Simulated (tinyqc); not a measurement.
What moves the results: free-carrier optics of a doped semiconductor (Drude model). A value that a table varies takes the place of the one given here.

eps(E) = ei [1 - Ep^2/(E^2 + i E Gam)], with Ep^2 = 8 pi c (e^2/(4 pi eps0)) N/(m ei), c = hbar^2/2m0, N in 1/angstrom^3 (1e-24 per 1/cm^3); Gam = hbar/tau, tau = mu m m0/e with m0/e = 5.685630e-12 kg/C and mu in m^2/(V s). Energies in meV.

n + i k = sqrt(eps1 + i eps2) with k >= 0; R = ((n - 1)^2 + k^2)/((n + 1)^2 + k^2) at normal incidence from vacuum; alpha = 2 E k/(hbar c), times 1e8 for 1/cm; loss function Im(-1/eps) = eps2/(eps1^2 + eps2^2).

Constants: hbar^2/2m0 = 3.80998211 eV angstrom^2; e^2/(4 pi eps0) = 14.39964547 eV angstrom; hbar = 6.58211957e-16 eV s; hbar c = 1973.269805 eV angstrom.

Inputs chosen for the exercise (mass and dielectric values near those of Si; N and mu are free inputs; interband absorption and the rise of the mass with filling are left out; shifted at random, so the results belong to these values and not to a real crystal):
```
symbol  value    unit        meaning
N       2.8e+17  1/cm^3      carrier density
m       0.275    m0          conductivity mass
mu      75       cm^2/(V s)  mobility
ei      11.54                high-frequency dielectric constant
E       17.1     meV         photon energy
```

## Reflectance across the plasma edge

Spectrum:
```
E (meV),eps1,eps2,R,alpha (1/cm)
1.1,11.09,22.73,0.510,297
3.3,11.10,7.55,0.346,361
5.5,11.10,4.50,0.313,370
7.7,11.10,3.19,0.302,370
9.4,11.11,2.59,0.298,368
11.0,11.11,2.19,0.296,364
12.1,11.11,1.98,0.295,362
13.8,11.12,1.71,0.294,357
16.5,11.13,1.40,0.293,349
22.1,11.15,0.98,0.292,328
33.1,11.21,0.56,0.292,281
55.1,11.31,0.23,0.293,192
```

Ep = 11.0 meV and Gam = 56.1 meV: Gam exceeds Ep, so damping washes the plasma edge out. R is 0.510 at the lowest energy and lowest, 0.292, at 22.1 meV of those listed; without damping it would vanish at Ep sqrt(ei/(ei - 1)) = 11.5 meV. At the highest energy R is 0.293, against 0.297 for ei alone. Between the last two rows alpha goes as E^-0.75, where the Drude limit far above Ep and Gam is E^-2.

## Free-carrier absorption and index change in the near infrared

At the wavelengths listed E = hc/lambda (hc = 1239.841984 eV nm). Approximate forms: alpha = ei Ep^2 Gam/(E^2 sqrt(ei) hbar c) and dn = -sqrt(ei) Ep^2/(2 E^2).

Free carriers:
```
lambda (micrometre),E (meV),alpha (1/cm),"alpha, approximate",dn,"dn, approximate"
1.31,946.4,1.31,1.31,-0.000230,-0.000231
1.55,799.9,1.83,1.84,-0.000321,-0.000323
2.00,619.9,3.03,3.06,-0.000533,-0.000538
3.00,413.3,6.76,6.88,-0.00119,-0.00121
5.00,248.0,18.2,19.1,-0.00320,-0.00336
8.00,155.0,43.4,48.9,-0.00761,-0.00860
10.60,117.0,70.1,85.9,-0.0123,-0.0151
```

At 1.55 micrometre alpha = 1.83 1/cm and dn = -0.000321; a phase shift of pi needs a length lambda/(2 |dn|) = 2.41e+03 micrometre, over which the loss is 1.91 dB. The approximate alpha is within 5 % up to 3 micrometre of the wavelengths listed; it needs photon energies well above both Ep and Gam, which lie at 112.4 and 22.1 micrometre. Interband and intervalley absorption are left out; with a realistic dc mobility the Drude form tends to understate the near-infrared absorption of Si.

## What moves the optical constants

At the energy E. Each row changes one parameter from the base and keeps the others.

Results:
```
case,Ep (meV),Gam (meV),R,alpha (1/cm)
base,11.03,56.13,0.2925,347
N = 4.2e+17 1/cm^3,13.51,56.13,0.2918,524
m = 0.33 m0,10.07,46.77,0.2913,336
mu = 45 cm^2/(V s),11.03,93.55,0.2954,218
ei = 12.12,10.76,56.13,0.3020,338
E = 20.5 meV,11.03,56.13,0.2920,335
```

The largest shifts from the base row, up to three for each result and ties (the steps differ in size, so this ranks the rows, not the parameters). Ep (meV): N +2.48, m -0.96, ei -0.27; unchanged at the printed digits by mu and E. Gam (meV): mu +37.42, m -9.35; unchanged at the printed digits by N, ei and E. R: ei +0.0095, mu +0.0029, m -0.0012. alpha (1/cm): N +177, mu -129, E -12.4.

Program tinyqc; command `OMP_NUM_THREADS=1 python tinyqc.py 1681659 1681660 out.jsonl`; about 0.01 s on one thread of a shared Intel(R) Xeon(R) Processor @ 2.30GHz.
